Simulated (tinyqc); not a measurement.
What each change does: thin (001) film in sp3s* tight binding with raised dangling bonds.

Planes alternate anion (a), cation (c) along [001], a/4 apart, starting with an anion; zero in-plane momentum; levels counted from the bulk Ev, the lower root of [[Epa, Vxx], [Vxx, Epc]]; no spin-orbit coupling. Block of s, pz, s*: from an anion to the cation above, Vss/2 (s,s), Vsapc/2 (s,z), -Vscpa/2 (z,s), Vxx/2 (z,z), Vxapc/2 (s*,z), -Vpaxc/2 (z,s*); to the cation below the same with the s-z and s*-z signs reversed. Block of u = (px + py)/sqrt2 and v = (px - py)/sqrt2: to the cation above (Vxx + Vxy)/2 for u and (Vxx - Vxy)/2 for v, to the cation below the reverse. Each surface atom has two dangling sp3 hybrids; raising both by dl adds (dl/2) [[1, t], [t, 1]] to its s, pz levels (t = -1 at the bottom face, +1 at the top) and dl to the one of u, v in whose plane the missing bonds lie (v for a bottom anion or a top cation, u for a top anion).

Values chosen for the exercise (out of a larger set: near a published set for SiC, fitted to gaps, whose masses and valley positions are rough; not measured data): p = (-8.447, 2.126, -4.854, 4.354, 9.685, 9.333, -12.391, 3.029, 5.919, 9.459, 9.17, 8.687, 4.4) eV (order Esa, Epa, Esc, Epc, Exa, Exc, Vss, Vxx, Vxy, Vsapc, Vscpa, Vxapc, Vpaxc); Nw = 30 (planes in the thicker film); dp = 30 eV (value of dl for the passivated films).

edges (eV): Gamma 5.85741, Delta 2.33818

A film of Nw planes with shift dp: highest level below mid-gap (half the lower bulk edge) and the two lowest above.

One parameter was then changed.

Results before and after:
```
case     Ev1 (eV)  Ec1 (eV)  Ec2 (eV)
base      -0.0361    2.3560    2.4103
changed   -0.0361    2.3558    2.4097
```

Which of these changes was made? (a) dp = 15 eV; (b) Nw = 32.
Answer: (a) dp = 15 eV. Of the candidates, run in turn, only this one gives the changed row.

All candidates:
```
case        Ev1 (eV)  Ec1 (eV)  Ec2 (eV)
base         -0.0361    2.3560    2.4103
Nw = 32      -0.0321    2.3538    2.4013
dp = 15 eV   -0.0361    2.3558    2.4097
```

An odd change of Nw also changes which atoms end the film, so levels need not move as thickness alone would move them; the row for dp shows how far the passivation is from converged.

(tinyqc, `OMP_NUM_THREADS=1 python tinyqc.py 1482245 1482246 out.jsonl`, Intel(R) Xeon(R) Processor @ 2.30GHz, 1 thread, shared host, about 0.4 s.)
